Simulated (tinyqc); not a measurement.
Resistance of a circular point contact between the ballistic and the diffusive limit: two steps of the calculation.

Two half-spaces of a free-electron metal (one valley, spin 2) meet through a circular opening of radius a in an insulating sheet.

Inputs (values chosen for the exercise):
- n = 1.5e22 cm^-3 (free-electron density)
- l = 36 nm (mean free path)
- a = 1.1 nm (radius of the opening)

Constants: q = 1.602176634e-19 C, hbar = 1.054571817e-34 J s. Results are converted to the units shown.

Task 1. Fermi wave number and resistivity. kF = (3 pi^2 n)^(1/3), resistivity rho = hbar kF/(n q^2 l). Maxwell: RM = rho/(2 a); Sharvin: RS = 4 rho l/(3 pi a^2); interpolation R = RS + gamma RM, gamma = (1 + 0.83 K)/(1 + 1.33 K), K = l/a.

Give: kF; rho; modes (kF a)^2/4.

Result 1.

kF = 7.630 1/nm
rho = 5.805 uohm cm
modes (kF a)^2/4 = 17.61

Task 2. Resistances. 

rho = 5.8045118 uohm cm

Wanted: RM; RS; gamma; R.

Result 2.

RM = 26.38 ohm
RS = 732.9 ohm
gamma = 0.6325
R = 749.6 ohm

The Sharvin term makes up 97.8 % of R; it equals (h/2q^2) over the number of modes.

tinyqc, about 0.01 s, one thread, Intel Xeon 2.30GHz (shared host): `OMP_NUM_THREADS=1 python tinyqc.py 2760152 2760153 out.jsonl`
